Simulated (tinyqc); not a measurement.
What moves the results: localisation in a chain with random site energies (transfer matrices). A value that a table varies takes the place of the one given here.

Hopping -t; leads with site energy 0, E = -2t cos(ka). psi_(j+1) = ((e_j - E)/t) psi_j - psi_(j-1), a product of matrices M_j = [[(e_j - E)/t, -1], [1, 0]]. For M = M_N ... M_1 the transmission is T = 4 sin^2(ka)/|M21 - M12 + M22 exp(ika) - M11 exp(-ika)|^2. Long samples draw e_j = W (x_j/2147483647 - 1/2) from x_j = 16807 x_(j-1) mod 2147483647, starting at x0. The localisation length xi, in sites, is defined by ln T = -2N/xi on average; weak disorder gives xi = 24 (4t^2 - E^2)/W^2, and the mean free path for backscattering is xi/2.

Numerical xi = N/ln sqrt(psi_(N+1)^2 + psi_N^2) for N = 20000 sites from psi_1 = 1, psi_0 = 0; its statistical error is about xi sqrt(xi/N).

Parameters, chosen for this exercise:
```
symbol  value  unit  meaning
t       0.62   eV    hopping
E       -0.43  eV    energy
x0      2920         start of the number sequence
W       0.46   eV    full width of the disorder
```

## Localisation length against disorder

The same number sequence scaled by W.

xi (sites):
```
W/t,W (eV),numerical,error,weak disorder,strong: 1/(ln(W/2t) - 1)
1.0,0.620,71.701,4.293,84.456,-
1.5,0.930,34.665,1.443,37.536,-
2.0,1.240,20.166,0.640,21.114,-
3.0,1.860,9.198,0.197,9.384,-
4.0,2.480,5.411,0.089,5.278,-
6.0,3.720,2.743,0.032,2.346,-
10.0,6.200,1.380,0.011,0.845,1.641
16.0,9.920,0.880,0.006,0.330,0.926
```

At W = t the numerical value is 71.7 +/- 4.3 against 84.5, and at 2t 20.17 +/- 0.64 against 21.11. The weak-disorder formula is within 15 % for W/t = 1.5, 2, 3, 4 and 6; at W = 16t it gives 0.33 and the strong-disorder form 0.93, against 0.88. All states of the chain are localised; disorder only sets the length.

## From ballistic to localised

200 samples of each length, cut one after another from the start of the sequence. Typical T = exp(mean ln T). Ohmic: 1/(1 + 2N/xi); localised: exp(-2N/xi), both with the weak-disorder xi.

Transmission:
```
N,mean T,typical T,spread of ln T,ohmic,localised
2,0.977,0.977,0.023,0.975,0.974
5,0.933,0.931,0.063,0.939,0.937
10,0.863,0.856,0.131,0.885,0.878
20,0.772,0.752,0.241,0.793,0.771
40,0.627,0.572,0.466,0.657,0.594
80,0.397,0.303,0.837,0.490,0.352
```

With xi = 153.4 sites, mean and typical T are 0.933 and 0.931 at N = 5, and 0.397 and 0.303 at N = 80, where ln T scatters by 0.8. The slope of ln(typical T) between 40 and 80 sites gives xi = 126.0, uncertain by about 11 % from the scatter of 200 samples. At N = 80 the ohmic law gives 1.62 times the typical value: N is still below xi on all rows.

## What each parameter does

Numerical and weak-disorder xi. Each row changes one parameter from the base and keeps the others.

Results:
```
case,numerical xi (sites),weak-disorder xi (sites)
base,131.45,153.43
t = 0.713 eV,203.67,209.67
E = -0.3 eV,158.90,164.19
W = 0.552 eV,90.33,106.55
x0 = 2921,142.64,153.43
```

The largest shifts from the base row, up to three for each result and ties (the steps differ in size, so this ranks the rows, not the parameters). numerical xi (sites): t +72.21, W -41.12, E +27.45. weak-disorder xi (sites): t +56.24, W -46.88, E +10.76; unchanged at the printed digits by x0. A new x0 is another sample of the same disorder; its shift is one draw of the statistical scatter, about xi sqrt(xi/N); the other rows share one sample, so their errors are correlated.

Run: tinyqc, `OMP_NUM_THREADS=1 python tinyqc.py 1451851 1451852 out.jsonl`; Intel(R) Xeon(R) Processor @ 2.30GHz, one thread, shared host; about 0.1 s of CPU time with all checks.
